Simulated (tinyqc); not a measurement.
Length of a molecular wire: coherent transport through a tight-binding bridge. Computed by the program tinyqc. T = Gamma_L Gamma_R |G_1n|^2 with the self-energies of semi-infinite chains.

A uniform bridge between two chains:
```
parameter                        value
site energy (eV)              0.800000
hopping in the bridge (eV)    0.510000
lead hopping (eV)             2.050000
couplings (eV)              0.94, 0.73
E (eV)                        0.210000
```

Transmission against length:
```
sites           T     ln T
2      6.6349e-01  -0.4102
3      9.5968e-01  -0.0412
4      5.6089e-01  -0.5782
5      5.6888e-01  -0.5641
7      6.5027e-01  -0.4304
8      5.1855e-01  -0.6567
9      8.5785e-01  -0.1533
10     7.8140e-01  -0.2467
```

Estimate the missing row, sites = 6.

Computed row:
```
sites           T     ln T
6      9.6754e-01  -0.0330
```

E lies inside the band of the bridge (|E - e|/2h = 0.578 < 1): T does not decay but oscillates with length, between 0.519 and 0.968 here, as levels of the bridge pass E.
